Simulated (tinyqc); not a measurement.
What moves the results: Landau levels of bilayer graphene. A value that a table varies takes the place of the one given here.

Four-band model without bias: with w = sqrt(2) hv/l, E_N^2 = [g1^2 + (2N - 1) w^2 - sqrt(g1^4 + 2 (2N - 1) g1^2 w^2 + w^4)]/2 for N >= 2, and E = 0 for N = 0, 1. The two-band limit is hbar wc sqrt(N (N - 1)) with hbar wc = w^2/g1. Each level is fourfold; of the eight zero-energy states half belong to the electrons.

In a field B along z: l = 1/sqrt((e/hbar) B) is the magnetic length, n_B = B/(h/e) the number of states per area in one level, hbar wc = 2 muB B/m for mass m in m0; 1/angstrom^2 = 1e16/cm^2.

The zero level takes 4 n_B electrons and each higher level 4 n_B. At zero temperature and without broadening EF sits in the partly filled level.

Constants: e/hbar = 1.519267448e-05 1/(T angstrom^2); h/e = 413566.7697 T angstrom^2; muB = 5.788381798e-05 eV/T.

Parameters, chosen for this exercise (near those of bilayer graphene; the results hold for these values, not for the real material): hv = 6.21 eV angstrom (hbar v); g1 = 0.404 eV (interlayer hopping); Bs = (1, 2, 3, 5, 7, 10, 14) T (fields); n = 6.1 x 1e11/cm^2 (electron sheet density); Bo = (1.06, 1.19, 1.36, 1.58, 1.88, 2.32, 3.03, 4.38, 7.88) T (fields); B = 2.6 T (magnetic field).

## The fan of levels

The four lowest levels against B, with their labels in order.

Levels (meV):
```
B (T),first,second,third,fourth,order
1.00,0.00,4.06,6.98,9.81,"0,1 2 3 4"
2.00,0.00,8.03,13.73,19.17,"0,1 2 3 4"
3.00,0.00,11.93,20.27,28.16,"0,1 2 3 4"
5.00,0.00,19.51,32.80,45.14,"0,1 2 3 4"
7.00,0.00,26.82,44.68,61.01,"0,1 2 3 4"
10.0,0.00,37.34,61.47,83.15,"0,1 2 3 4"
14.0,0.00,50.64,82.29,110.21,"0,1 2 3 4"
```

The fourth level grows as B^0.97 over the first two rows and B^0.84 over the last two (1 for a parabolic band without a fixed offset such as a valley splitting, 1/2 for massless Dirac electrons). The order of the levels does not change. At the highest field level 2 lies at 50.6 meV, against 57.4 meV in the two-band limit.

## Oscillation of the Fermi level

Fixed density, zero temperature, no broadening. At B = 0, EF = sqrt(g1^2/4 + hv^2 pi n) - g1/2.

Filling:
```
B (T),nu,partly filled level,EF (meV),filled share
1.06,23.80,6,16.19,0.95
1.19,21.20,6,18.09,0.30
1.36,18.55,5,16.93,0.64
1.58,15.97,4,15.29,0.99
1.88,13.42,4,18.07,0.35
2.32,10.87,3,15.85,0.72
3.03,8.33,3,20.47,0.08
4.38,5.76,2,17.19,0.44
7.88,3.20,"0,1",0.00,0.80
```

EF at B = 0 = 17.53 meV

EF runs between 0.0 and 20.5 meV around its zero-field value of 17.5 meV. It follows a level while that level empties and falls to the next one down when nu passes a filled shell; the partly filled level changes 5 times in this table.

## What each parameter does

The second and third levels from below, nu = n/n_B, and EF. Each row changes one parameter from the base and keeps the others.

Results:
```
case,second level (meV),third level (meV),nu,EF (meV)
base,10.38,17.68,9.70,17.68
B = 3.12 T,12.39,21.05,8.09,21.05
hv = 5.28 eV angstrom,7.56,12.93,9.70,12.93
g1 = 0.343 eV,12.11,20.50,9.70,20.50
n = 5.18 x 1e11/cm^2,10.38,17.68,8.24,17.68
```

The largest shifts from the base row, up to three for each result and ties (the steps differ in size, so this ranks the rows, not the parameters). second level (meV): hv -2.82, B +2.01, g1 +1.73; unchanged at the printed digits by n. third level (meV): hv -4.75, B +3.36, g1 +2.82; unchanged at the printed digits by n. nu: B -1.62, n -1.46; unchanged at the printed digits by hv and g1. EF (meV): hv -4.75, B +3.36, g1 +2.82; unchanged at the printed digits by n.

Run: tinyqc, `OMP_NUM_THREADS=1 python tinyqc.py 1252207 1252208 out.jsonl`; Intel(R) Xeon(R) Processor @ 2.30GHz, one thread, shared host; about 0.01 s of CPU time with all checks.
